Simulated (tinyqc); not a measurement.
Schottky barrier on an n-type semiconductor, non-linear Poisson equation by Newton steps: Capacitance-voltage profiling.

One dimension, metal at x = 0, donor density C(x) = Nd, uniform. Energies are counted from the electron Fermi level of the semiconductor and the conduction-band edge is Ec = -psi, so n = Nc exp(psi/Vt); holes follow the Fermi level of the metal, at -V, so p = Nv exp((V - psi - Eg)/Vt). Ends: psi(0) = V - phiB and psi = Vt ln(Nd/Nc) deep inside. Boltzmann statistics, full ionisation, no current, no image force in the Poisson equation.

The Poisson equation d/dx(eps0 eps_r dpsi/dx) = -q (p - n + C) is solved on a mesh of about 1000 nodes or more that ends in neutral material. C_s = q d/dV of the integral of n over x, from the linearised equation. Probed depth w = eps0 eps_r/C_s; apparent doping N_app = C_s^3/(q eps0 eps_r dC_s/dV), the derivative by central differences over +/- 0.02 V.

Inputs (values chosen for the exercise); band and dielectric values close to those of In0.53Ga0.47As: temperature T = 300 K; band gap Eg = 0.731 eV; relative permittivity eps_r = 14.1; conduction-band density of states at T Nc = 2.07e17 cm^-3; valence-band density of states at T Nv = 7.72e18 cm^-3; donor density deep in the semiconductor Nd = 2e16 cm^-3; barrier height phiB = 0.37 eV.

Constants: q = 1.602176634e-19 C, kB = 1.380649e-23 J/K, Vt = kB T/q, eps0 = 8.8541878128e-14 F/cm where lengths are in cm. Results are converted to the units shown.

The same in every row: true C(w) (cm^-3) = 2.000e16.

Capacitance-voltage profiling:

| V (V) | C_s (nF/cm^2) | w (nm) | N_app (cm^-3) | \|E_0\| (kV/cm) |
|---|---|---|---|---|
| 0 | 83.96 | 148.7 | 1.994e16 | 38.16 |
| -0.22 | 63.01 | 198.1 | 1.998e16 | 50.85 |
| -0.44 | 52.57 | 237.5 | 1.999e16 | 60.95 |
| -0.67 | 45.80 | 272.6 | 1.999e16 | 69.97 |
| -0.89 | 41.28 | 302.4 | 2.000e16 | 77.62 |
| -1.11 | 37.88 | 329.5 | 2.000e16 | 84.58 |
| -1.33 | 35.21 | 354.6 | 2.000e16 | 91.02 |
| -1.56 | 32.94 | 379.0 | 2.000e16 | 97.29 |
| -1.78 | 31.13 | 401.0 | 2.000e16 | 102.9 |
| -2 | 29.59 | 421.8 | 2.000e16 | 108.3 |

C_s falls from 84.0 to 29.6 nF/cm^2 while the probed depth goes from 149 to 422 nm. The apparent doping stays near 2.00e16 cm^-3. It departs most from the true doping at that depth for V = 0 V, where it is 0.30 % below it; so the doping is read well over the depths probed.

Numbers from tinyqc (`OMP_NUM_THREADS=1 python tinyqc.py 2020069 2020070 out.jsonl`; about 0.04 s on one thread of a shared Intel Xeon 2.30GHz).
